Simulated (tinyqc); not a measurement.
Inside a calculation: delta-doped layer in the Thomas-Fermi potential. Values are carried at full precision from step to step, so a last printed digit may differ when a step is redone from the rounded ones.

All donors ionised in the plane z = 0, zero temperature, energies from the Fermi level EF of the Thomas-Fermi model, which lies at the bulk band edge; c = hbar^2/2m0, q = e^2/(4 pi eps0). Layer in a (001) plane: two valleys with m_z = ml, m_d = mt (unprimed) and four with m_z = mt, m_d = sqrt(ml mt) (primed); m3 = (ml mt^2)^(1/3), gv = 6. With n = (gv/3 pi^2)(m3 (-V)/c)^(3/2) and V'' = -(4 pi q/eps) n for z > 0, the solution is V = -b/(|z| + z0)^4 with sqrt(b) = 20/K, K = (4 pi q/eps)(gv/3 pi^2)(m3/c)^(3/2), and z0^5 = 4b/(e F0), e F0 = 2 pi q N/eps; 1e13/cm^2 = 1e-3/angstrom^2. Exchange and correlation are left out.

Constants: hbar^2/2m0 = 3.80998211 eV angstrom^2; e^2/(4 pi eps0) = 14.39964547 eV angstrom.

Parameters, chosen for this exercise (near those of a delta-doped layer in Si; not measured data): ml = 0.909 m0 (longitudinal mass); mt = 0.194 m0 (transverse mass); eps = 11.6 (dielectric constant); N = 1.5 x 1e13/cm^2 (donor sheet density).

## The Thomas-Fermi well

Give K, b, e F0, z0 and the depth b/z0^4.

K = 0.078620 eV^(-1/2) angstrom^-2
b = 64713 eV angstrom^4
e F0 = 0.011699 eV/angstrom
z0 = 29.44 angstrom
depth = 0.0861 eV

Half of the electrons lie within |z| < (2^(1/5) - 1) z0 = 4.4 angstrom. The mean donor spacing in the plane is 25.8 angstrom, against a Bohr radius 0.529177 eps/m3 = 18.9 angstrom: the spacing is not small against it, so the smeared sheet is a crude model.

## Profile

V = -b/(|z| + z0)^4, n and the share of electrons beyond |z|, (z0/(|z| + z0))^5, at z = 0, 0.1, 0.25, 0.5, 1 and 2 times z0; n = (eps/(4 pi q)) 20 b/(|z| + z0)^6, q = e^2/(4 pi eps0), 1/angstrom^3 = 1e24/cm^3.

Profile:
```
z (angstrom)   V (eV)  n (1e19/cm^3)  share beyond
0.0           -0.0861           12.7         1.000
2.9           -0.0588           7.19         0.621
7.4           -0.0353           3.34         0.328
14.7          -0.0170           1.12         0.132
29.4          -0.0054          0.199         0.031
58.9          -0.0011         0.0175         0.004
```

## Subbands

Subbands solve -(c/m_z) psi'' + V psi = E psi on 1280 points of spacing z0/80; up to ten levels for each group, kept if bound with an rms width below 2.5 z0.

List the bound levels with their rms width.

Subbands:
```
label  valleys g  m_d (m0)   E (eV)  rms z (angstrom)
0              2    0.1940  -0.0313              10.7
0'             4    0.4199  -0.0159              27.4
1              2    0.1940  -0.0011              61.2
```

The lowest level lies 64 % of the way up the well, and 0' follows 15 meV higher.

## Filling the subbands

At zero temperature n_i = g m_d (mu - E_i)/(2 pi c) for E_i < mu, c = hbar^2/2m0; find mu from sum n_i = N (1e13/cm^2 = 1e-3/angstrom^2).

mu = -0.0015 eV

n_i in the order of the list (1e13/cm^2): 0.484  1.016  0.000

2 subbands filled in part, the lowest with 32 % of the electrons. The potential was built for a Fermi level at 0; filling its quantised levels puts mu 1.7 % of the depth below that; with so few subbands the Thomas-Fermi picture is crude, and a close match would be chance. The fullest is 0', with 68 %.

## Estimate from a V-shaped well

Near z = 0 the well is -depth + e F0 |z|, whose levels are a (c (e F0)^2/m_z)^(1/3) with a = 1.018793 (even) and 2.338107 (odd); c = hbar^2/2m0, m_z = ml, for the unprimed levels.

levels 0 and 1 (eV): -0.0015  0.1082

Level 0 comes out 30 meV too high, since screening flattens the true well away from the plane, and level 1 lands above the rim at 0.

## Checks

- Integral of the Thomas-Fermi density against N, 1e13/cm^2: both 1.500.
- Lowest level on a finer grid (z0/200), eV: both -0.031.

Computed by tinyqc, a small Python program: `OMP_NUM_THREADS=1 python tinyqc.py 1250110 1250111 out.jsonl` (the numbers bound the seed that draws the inputs); one thread of a shared host (Intel(R) Xeon(R) Processor @ 2.30GHz), about 0.2 s for the whole set of steps.
